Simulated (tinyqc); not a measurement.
From results back to parameters: carrier statistics of a doped semiconductor with parabolic bands. Three cases, with inputs chosen for the exercise.

Problem. With Boltzmann statistics and no minority carriers, p (p + ND)/(NA - ND - p) = K(T) = (N(T)/4) exp(-E/kB T), E the ionisation energy of the majority dopant and N = 2 (m kB T/(4 pi c))^(3/2) with c = hbar^2/2m0, in 1/angstrom^3; times 1e24 for 1/cm^3, m = m_d. The density below was computed from a hidden E.

Constants: hbar^2/2m0 = 3.80998211 eV angstrom^2; kB = 8.617333262e-05 eV/K.

Case 1.

Values chosen (near those of InP; shifted at random, so the results belong to these values and not to a real crystal): NA = 3.6e+14 1/cm^3 (acceptors); ND = 5.2e+13 1/cm^3 (donors); m_d = 0.622 m0 (density-of-states mass of the majority band); Ta = 64 K.

p(Ta) = 8.8890e+13 1/cm^3

Case 2.

Values chosen (near those of SiC; shifted at random, so the results belong to these values and not to a real crystal): NA = 4.3e+15 1/cm^3 (acceptors); ND = 1.2e+15 1/cm^3 (donors); m_d = 1.218 m0 (density-of-states mass of the majority band); Ta = 281 K.

p(Ta) = 1.3534e+15 1/cm^3

Case 3.

Values chosen (near those of Si; shifted at random, so the results belong to these values and not to a real crystal): NA = 4.4e+15 1/cm^3 (acceptors); ND = 2.6e+15 1/cm^3 (donors); m_d = 0.582 m0 (density-of-states mass of the majority band); Ta = 67 K.

p(Ta) = 5.6256e+13 1/cm^3

Find: K(Ta); E.

Solution. The left side gives K; then E = kB T ln(N/(4 K)).

Case 1.

K(Ta) = 5.72e+13 1/cm^3
E = 0.0473 eV

Case 2.

K(Ta) = 1.98e+15 1/cm^3
E = 0.2000 eV

Case 3.

K(Ta) = 8.57e+13 1/cm^3
E = 0.0470 eV

Computed by tinyqc, one run a case: `OMP_NUM_THREADS=1 python tinyqc.py N N+1 out.jsonl` with N = 1682387, 1682397, 1682433; one thread of a shared Intel(R) Xeon(R) Processor @ 2.30GHz, about 0.01 s a run at most.
